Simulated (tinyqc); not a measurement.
Inside a calculation. Model: hydrogenic impurity: series, fields, screening, photoionisation and donor-acceptor pairs. Computed by tinyqc, a small Python program that keeps every step. Command: `OMP_NUM_THREADS=1 python tinyqc.py 3021691 3021692 out.jsonl hydrogenic walk`. One thread of a shared host (Intel(R) Xeon(R) Processor @ 2.30GHz), about 0.01 s of CPU time with the checks. Intermediate numbers are printed to about 6 digits and carried at full precision; extremes and crossings named in words are read from the listed rows.

One isotropic, parabolic band. Effective units: Ry* and a*, in which H = -nabla^2 - 2/r.

Inputs (values chosen for the exercise, modelled on AlN): electron mass m = 0.319 m_0; dielectric constant eps = 8.25; donor density N = 8.5e+18 cm^-3; magnetic field B = 130 T; depth of a short-range centre E_i = 811 meV.

Parts treated: magnetic field and photoionisation.

Constants: Ry = 13.605693123 eV; a_0 = 0.529177210903 angstrom; h x 1 THz = 4.135667696 meV; mu_B = 5.7883818060e-05 eV/T.

## Effective units and the series

Ry* = Ry m/eps^2, a* = a_0 eps/m; level n is bound by Ry*/n^2; <r> = (3/2) a* in 1s; lines 1s -> np at Ry* (1 - 1/n^2); 1 THz = 4.135667696 meV.

Ry* = 63.7681 meV

a* = 13.6856 angstrom

<r> of 1s = 20.5284 angstrom

Series:
```
n  binding (meV)  line from 1s (meV)  line (THz)
2        15.9420             47.8261     11.5643
3         7.0853             56.6828     13.7058
4         3.9855             59.7826     14.4554
5         2.5507             61.2174     14.8023
```

## Overlap of donors

Wigner-Seitz radius r_s = (3/(4 pi N))^(1/3); Mott criterion N_c^(1/3) a* = 0.26; overlap of two 1s orbitals at distance d: S = exp(-x)(1 + x + x^2/3), x = d/a*, with d = N^(-1/3).

r_s = 30.3970 angstrom

Mott density = 6.85688e+18 cm^-3

N over the Mott density = 1.23963

overlap S = 0.246701

The sample is on the metallic side of the criterion: isolated levels no longer exist. Caution: N lies above the Mott density, where the levels of isolated donors have no meaning.

## Donor in a magnetic field

gamma = hbar omega_c/(2 Ry*) = mu_B B/(m Ry*). For m_z = 0, H = -nabla^2 - 2/r + gamma^2 rho^2/4, and the band edge moves to gamma Ry*. Basis: exp(-al rho^2 - be z^2), al_k = 0.02 x 2.4^k + gamma/4 x c with k = 0..11, be_k = 0.02 x 2.4^k and c = 0, 0.5, 1 (36 functions). With A = al_i + al_j, B = be_i + be_j (not the field) and the common factor pi^(3/2) dropped: S = 1/(A sqrt(B)), kinetic S (4 al_i al_j/A + 2 be_i be_j/B), <rho^2> = S/A, <1/r> = (2/sqrt(pi)) atanh(u)/(A u), u = sqrt(1 - B/A), which is (2/sqrt(pi))/A when A = B; overlap eigenvalues below 1e-11 are dropped. Binding = (gamma - E) Ry*; the spin term shifts level and edge alike.

gamma = 0.369919

hbar omega_c = 47.1780 meV

magnetic length a*/sqrt(gamma) = 22.5015 angstrom

ground level = -59.8537 meV

binding energy in the field = 83.4427 meV

The field squeezes the orbit and raises the binding by a factor 1.309. Caution: the field is beyond non-destructive laboratory magnets (about 100 T).

## Weak-field and exact binding

Perturbation theory: E = -1 + gamma^2/2 - (53/96) gamma^4 Ry*.

Ground level (Ry*):
```
gamma    B (T)      basis  second order  fourth order  binding
0.037   13.003  -0.999310     -0.999316      -0.99932  1.03631
0.092   32.331  -0.995799     -0.995768      -0.99581  1.08780
0.180   63.257  -0.984306     -0.983800      -0.98438  1.16431
0.300  105.429  -0.958366     -0.955000      -0.95947  1.25837
0.370  130.029  -0.938590     -0.931550      -0.94190  1.30859
0.500  175.714  -0.894413     -0.875000      -0.90951  1.39441
0.700  246.000  -0.811440     -0.755000      -0.88756  1.51144
0.740  260.057  -0.793068     -0.726200      -0.89175  1.53307
1.000  351.428  -0.662328     -0.500000      -1.05208  1.66233
1.500  527.143  -0.370702      0.125000      -2.66992  1.87070
```

Second order stays within 1 % of the basis value up to gamma = 0.37 of those listed and fourth order up to 0.37; beyond, the truncated (asymptotic) series fails, while the binding keeps growing slowly, to 1.87 Ry* at gamma = 1.5. Rows above about 100 T are beyond laboratory magnets, and there polaron and band-shape effects enter.

## Photoionisation line shapes

With x = h nu/E above threshold, normalised to their maxima: hydrogenic 1s: x^-4 exp(4 - 4 atan(k)/k)/(1 - exp(-2 pi/k)), k = sqrt(x - 1), which is 1 at threshold; delta-function centre (Lucovsky): 8 (x - 1)^(3/2)/x^3, which is 1 at x = 2. Energies use E = Ry* and E = E_i; band-to-band absorption, which hides both above the gap, is left out.

Relative cross-sections:
```
x     h nu, hydrogenic (meV)   hydrogenic  h nu, short-range centre (meV)  Lucovsky
1.05                  66.957  8.77722e-01                          851.55   0.07726
1.20                  76.522  6.12223e-01                          973.20   0.41409
1.50                  95.652  3.31741e-01                         1216.50   0.83805
2                    127.536  1.47738e-01                         1622.00   1.00000
2.50                 159.420  7.78364e-02                         2027.50   0.94060
3.50                 223.188  2.90356e-02                         2838.50   0.73756
5                    318.840  9.97300e-03                         4055.00   0.51200
8                    510.145  2.36116e-03                         6488.00   0.28938
```

The Coulomb tail makes the hydrogenic cross-section largest at threshold, 63.77 meV; the short-range (neutral) centre starts from zero and peaks at twice its depth, 1622.0 meV.

Checks made by the program: weak-field limit -1 + gamma^2/2 (relative difference 8e-06).
